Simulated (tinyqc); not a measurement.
Worked calculation: three-band tight binding of a dichalcogenide monolayer. Values are carried at full precision from step to step, so a last printed digit may differ when a step is redone from the rounded ones.

Basis dz2, dxy, dx2-y2 on a triangular lattice, nearest neighbours; alpha = kx a/2, beta = sqrt3 ky a/2. h0 = e1 + 2 t0 (cos 2alpha + 2 cos alpha cos beta); h1 = -2 sqrt3 t2 sin alpha sin beta + 2i t1 (sin 2alpha + sin alpha cos beta); h2 = 2 t2 (cos 2alpha - cos alpha cos beta) + 2i sqrt3 t1 cos alpha sin beta; h11 = e2 + 2 t11 cos 2alpha + (t11 + 3 t22) cos alpha cos beta; h22 = e2 + 2 t22 cos 2alpha + (3 t11 + t22) cos alpha cos beta; h12 = sqrt3 (t22 - t11) sin alpha sin beta + 4i t12 sin alpha (cos alpha - cos beta) + i lam sz. H = [[h0, h1, h2], [., h11, h12], [., ., h22]], Hermitian; the lowest band of each spin is filled. K = (4 pi/3a, 0), M = (pi/a, pi/(sqrt3 a)).

Values chosen for the exercise (near a published set for monolayer MoS2; shifted at random, so the results belong to these values and not to a real crystal): a = 3.198 angstrom (lattice constant); e1 = 1.048 eV (level of dz2); e2 = 2.094 eV (level of dxy and dx2-y2); t0 = -0.186 eV (hopping); t1 = 0.396 eV (hopping); t2 = 0.496 eV (hopping); t11 = 0.222 eV (hopping); t12 = 0.338 eV (hopping); t22 = 0.057 eV (hopping); lam = 0.072 eV (spin-orbit constant); sz = -1 (spin); k = (0.15, 0.39) 1/angstrom (wave vector).

## H at one k

Form alpha, beta and the matrix.

alpha, beta (rad): [0.23985, 1.08012]

H (eV), rows z2, xy, x2-y2 and columns alike:
```
[[0.3774, -0.3600+0.4542i, 0.4260+1.1753i],
 [-0.3600-0.4542i, 2.6678, -0.0599+0.0886i],
 [0.4260-1.1753i, -0.0599-0.0886i, 2.5261]]
```

## Levels and weights

Diagonalise H.

levels (eV): [-0.3065, 2.7238, 3.1540]

weights, rows z2, xy, x2-y2; columns band 1, band 2, band 3:
```
[[0.802, 0.000, 0.197],
 [0.036, 0.843, 0.121],
 [0.162, 0.157, 0.681]]
```

## Closed forms at K and Gamma

Three-band model of dz2 (level e1) and dxy, dx2-y2 (level e2), spin sz = +/-1; t1 and t2 drop out at these points. At K: e2 - (3/2)(t11 + t22) - 3 sqrt3 t12 + lam sz (valence), e1 - 3 t0 (conduction), e2 - (3/2)(t11 + t22) + 3 sqrt3 t12 - lam sz. At Gamma: e1 + 6 t0 (valence) and e2 + 3 (t11 + t22) -/+ lam.

Levels (eV):
```
point          band 1  band 2  band 3
K, spin up    -0.0088  1.6060  3.3598
K, spin down  -0.1528  1.6060  3.5038
Gamma         -0.0680  2.8590  3.0030
```

smallest direct gap at K = 1.6148 eV
Ev(K) - Ev(Gamma) = 0.0592 eV

Of the two points, the valence band is higher at K, by 59 meV. The dz2 conduction state at K has no atomic orbital angular momentum (Lz = 0) and is not split at this order.

## Bands for both spins

The two lowest bands at the points named.

Levels (eV):
```
k           v, up   c, up  v, down  c, down
G         -0.0680  2.8590  -0.0680   2.8590
G-K 0.25  -0.2329  2.7749  -0.2453   2.8271
G-K 0.5   -0.4652  2.7727  -0.5188   2.8832
G-K 0.6   -0.4854  2.7608  -0.5562   2.7263
G-K 0.75  -0.3601  2.2611  -0.4578   2.2247
G-K 0.9   -0.0987  1.7444  -0.2295   1.7329
K         -0.0088  1.6060  -0.1528   1.6060
K-M 0.5   -0.3380  2.0520  -0.4264   2.0266
M         -0.5327  2.1439  -0.5327   2.1439
M-G 0.5   -0.4166  2.5337  -0.4166   2.5337
```

The spins are degenerate from M to Gamma, since a vertical mirror plane holds this line and flips sz, and the valence splitting is largest at K (144 meV). The lowest conduction level listed is at K. With nearest neighbours alone the model is made for the neighbourhood of K.

## Checks

- Closed forms at K against the matrix: they agree to 1e-10 or better.

Run: tinyqc, `OMP_NUM_THREADS=1 python tinyqc.py 1451418 1451419 out.jsonl`; Intel(R) Xeon(R) Processor @ 2.30GHz, one thread, shared host; about 0.01 s of CPU time with all checks.
